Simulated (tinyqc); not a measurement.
Chemical vapour deposition: Grove model, boundary layer, depletion and step coverage: one step, computed by the program tinyqc. Command: `OMP_NUM_THREADS=1 python tinyqc.py 3010887 3010888 out.jsonl cvd walk`. One thread of a shared host (Intel(R) Xeon(R) Processor @ 2.30GHz), about 0.01 s of CPU time with the checks.

A precursor diffuses to the surface and reacts there at first order; each molecule that reacts adds one formula unit of film.

Question. Gas-phase and surface constants. k_s = k0 exp(-E/(k_B T)); C_g = Y p/(k_B T), 1 torr = 133.322 Pa; D = D0 (T/273.15)^1.75 (760/p). Temperatures in kelvin are T(C) + 273.15. Mean speed c = sqrt(8 k_B T/(pi M)); reactive sticking probability beta = 4 k_s/c.

Inputs (values chosen for the exercise, close to those used for silicon nitride (counted as SiN4/3)): prefactor k0 of k_s = 7.3e+08 cm/s; activation energy E = 1.71 eV; temperature T = 700 C; total pressure p = 760 torr; mole fraction of the precursor Y = 0.0037; gas diffusivity D0 at 273.15 K and 760 torr = 0.31 cm^2/s; precursor mass M = 101 u.

Reactor: horizontal, atmospheric.

Constants: k_B = 1.380649e-23 J/K; u = 1.6605390666e-27 kg; k_B = 8.617333262e-05 eV/K.

Give: surface rate constant k_s; precursor density C_g; gas diffusivity D; mean speed c; sticking probability beta.

Answer.

surface rate constant k_s = 1.017 cm/s

precursor density C_g = 2.790e+16 1/cm^3

gas diffusivity D = 2.864 cm^2/s

mean speed c = 45166 cm/s

sticking probability beta = 9.011e-05
